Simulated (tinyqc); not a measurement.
# Ballast resistance and gain from the on-state line

Question. At high current V = BV (1 + be)^(-1/n) + I Ro. Find Ro, the intercept and be.

Values chosen for this exercise:
- BV = 10 V (junction breakdown voltage)
- n = 2.6 (exponent of the multiplication)

V at I = 2 and 4.1 mA/um (V): 4.0510255  4.3660255

Solution. The slope is Ro; the intercept over BV is (1 + be)^(-1/n).

Ro = 150 ohm um
intercept = 3.75 V
be = 11.8

Numbers from tinyqc (`OMP_NUM_THREADS=1 python tinyqc.py 2670055 2670056 out.jsonl`; about 0.01 s on one thread of a shared Intel Xeon 2.30GHz).
